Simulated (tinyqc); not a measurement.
Towards the loss of the bound state: donor level screened by free carriers (Yukawa potential).

Potential -(q/(eps r)) exp(-ks r), q = e^2/(4 pi eps0). In units Ry* = Ry m/eps^2 and a* = a0 eps/m the problem is [-Laplacian - 2 exp(-x r)/r] psi = E psi with x = ks a*.

Converged values use 18 functions exp(-z r), z = 1.55^i, i = -11 to 6: S = 2/A^3, H = z_i z_j S - 2/(A + x)^2, A = z_i + z_j.

Parameters, chosen for this exercise (out of a larger set: near those of a donor in Si, with one mean mass; not measured data): xs = (0.02, 0.18, 0.34, 0.51, 0.77, 0.86, 1.07) (values of x).

First order (-1 + 2x), one-parameter (minimum of z^2 - 8 z^3/(2z + x)^2) and converged 1s energies in Ry*, and the mean radius in a*; a dash marks an unbound result.

Results:

| x | first order | trial function | converged | <r> |
|---|---|---|---|---|
| 0.02 | -0.9600 | -0.9606 | -0.9606 | 1.50 |
| 0.18 | -0.6400 | -0.6837 | -0.6839 | 1.54 |
| 0.34 | -0.3200 | -0.4647 | -0.4656 | 1.64 |
| 0.51 | - | -0.2837 | -0.2871 | 1.82 |
| 0.77 | - | -0.0930 | -0.1042 | 2.43 |
| 0.86 | - | -0.0484 | -0.0634 | 2.86 |
| 1.07 | - | - | -0.0081 | 6.42 |

First order loses the state at x = 0.5, the trial function reaches zero energy at x = 1.00, and the exact limit is 1.19. The radius starts at 1.5 a*, grows slowly at first (1.64 at x = 0.34), then steadily, and swells towards the end (6.4 at 1.07), where a single exponential fails: the binding vanishes as the square of the distance from 1.19.

Run: tinyqc, `OMP_NUM_THREADS=1 python tinyqc.py 1280733 1280734 out.jsonl`; Intel(R) Xeon(R) Processor @ 2.30GHz, one thread, shared host; about 0.02 s of CPU time with all checks.
